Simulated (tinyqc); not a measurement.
Worked calculation: LCCD on RHF in the 3-21g basis, for H2, spin multiplicity 1. One step of it, computed by the program tinyqc.

Problem. Orthogonalisation. S = U s U^T; symmetric (Loewdin) form X = U s^(-1/2) U^T, so that X^T S X = 1.

overlap S:
```
,1H 1s,1H 2s,2H 1s,2H 2s
1H 1s,1.000000,0.645899,0.160098,0.348065
1H 2s,0.645899,1.000000,0.348065,0.687639
2H 1s,0.160098,0.348065,1.000000,0.645899
2H 2s,0.348065,0.687639,0.645899,1.000000
```

Give: eigenvalues of S; X.

Solution.

eigenvalues of S: 0.1783  0.3955  0.9740  2.4522

X:
```
,1H 1s,1H 2s,2H 1s,2H 2s
1H 1s,1.2390,-0.4835,-0.0026,0.0237
1H 2s,-0.4835,1.5662,0.0237,-0.5738
2H 1s,-0.0026,0.0237,1.2390,-0.4835
2H 2s,0.0237,-0.5738,-0.4835,1.5662
```
